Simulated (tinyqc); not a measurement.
Worked calculation: Hubbard ring of 3 sites. One step of it, computed by the program tinyqc.

Question. Mean-field iteration 1. H(up) = T + U n(down), H(down) = T + U n(up); fill the lowest levels; n(new) = n + mixing (n(out) - n); E = tr T (rho up + rho down) + U sum n_up n_down of the output.

one-body matrix (hopping and site energies) (eV):
```
           1          2          3
1   0.000000  -0.860000  -0.860000
2  -0.860000   0.000000  -0.860000
3  -0.860000  -0.860000   0.000000
```

U = 10.100000 eV

electrons, up and down: 1  1

mixing = 1

n(up) at the start (a guess, not normalised): 1 0.333000, 2 0.333000, 3 0.333000

n(down) at the start (a guess): 1 0.333000, 2 0.333000, 3 0.333000

Give: levels, up; levels, down; energy; n(up) after iteration 1; n(down) after iteration 1.

Answer.

levels, up (eV): 1.6433  4.2233  4.2233

levels, down (eV): 1.6433  4.2233  4.2233

energy = -0.0733 eV

n(up) after iteration 1: 1 0.3333, 2 0.3333, 3 0.3333

n(down) after iteration 1: 1 0.3333, 2 0.3333, 3 0.3333
